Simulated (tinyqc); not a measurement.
Inside a calculation: conductance of a narrow metal strip with scatterers (square lattice, Green functions). Values are carried at full precision from step to step, so a last printed digit may differ when a step is redone from the rounded ones.

A strip of W sites across with hard walls, site energy 0 and hopping -t. Mode n = 1 to W has profile chi_n(j) = sqrt(2/(W + 1)) sin(n j pi/(W + 1)) and energy en = -2t cos(n pi/(W + 1)); E = en - 2t cos(kn a). With z_n = exp(i kn a) (Im k > 0 for closed modes, |z| < 1) each lead gives the self-energy -t z_n in mode n. One column carries the site energies v, here a notch at the edge (a site raised out of reach). In the mode basis V_nm = sum_j chi_n(j) v_j chi_m(j), G = (E - en + 2 t z_n - V)^-1, and t_nm = 2t sqrt(sin(kn a) sin(km a)) G_nm in size for open modes. T = sum |t_nm|^2, conductance (2e^2/h) T.

Constants: e^2/h = 3.874045865e-05 S.

Inputs chosen for the exercise (hopping and spacing of the size met in Cu or Al; the lattice is a model; the results hold for these values, not for the real material):
- t = 1.7 eV (hopping)
- a = 2.57 angstrom (spacing)
- W = 3 (sites across)
- E = 0.58 eV (Fermi energy)
- v = (50, 0, 0) eV (site energies in the scattering column)

## Modes at the Fermi energy

For each n: en, cos(kn a) = (en - E)/(2t), z_n and the velocity 2 t a sin(kn a) (zero if closed).

Modes:
```
n  en (eV)  cos(k a)                  z  dE/dk (eV angstrom)
1  -2.4042  -0.87770  -0.87770+0.47922i               4.1874
2   0.0000  -0.17059  -0.17059+0.98534i               8.6099
3   2.4042   0.53652   0.53652+0.84389i               7.3739
```

3 of 3 modes are open, so the clean strip has a resistance of 4302 ohm, whatever its length.

## The scatterer in the mode basis

Form V_nm.

V (eV), rows n=1, n=2, n=3 and columns alike:
```
[[12.5000, 17.6777, 12.5000],
 [17.6777, 25.0000, 17.6777],
 [12.5000, 17.6777, 12.5000]]
```

A single site couples every mode that has amplitude on it.

## Green function and transmission

E - en + 2 t z_n = 2t (z_n - cos(kn a)). Invert, form |t_nm|^2 = (2t)^2 Im(z_n) Im(z_m) |G_nm|^2 and sum. The added resistance is 1/(2 (e^2/h) T) less the same for the clean strip.

G (1/eV), rows n=1, n=2, n=3 and columns alike:
```
[[-0.0124-0.3728i, -0.0085+0.1657i, -0.0070+0.1368i],
 [-0.0085+0.1657i, -0.0058-0.1845i, -0.0048+0.0941i],
 [-0.0070+0.1368i, -0.0048+0.0941i, -0.0040-0.2708i]]
```

|t_nm|^2, rows n=1, n=2, n=3 and columns alike:
```
[[0.3694, 0.1503, 0.0877],
 [0.1503, 0.3825, 0.0854],
 [0.0877, 0.0854, 0.6040]]
```

T = 2.0026
added resistance = 2143 ohm

Mode 1 passes least (0.607) and mode 3 most (0.777); 32.3 % of the transmitted flux changes mode.

## Checks

- Transmitted plus reflected flux against the number of open modes: both 3.00000.

(tinyqc, `OMP_NUM_THREADS=1 python tinyqc.py 1481738 1481739 out.jsonl`, Intel(R) Xeon(R) Processor @ 2.30GHz, 1 thread, shared host, about 0.01 s.)
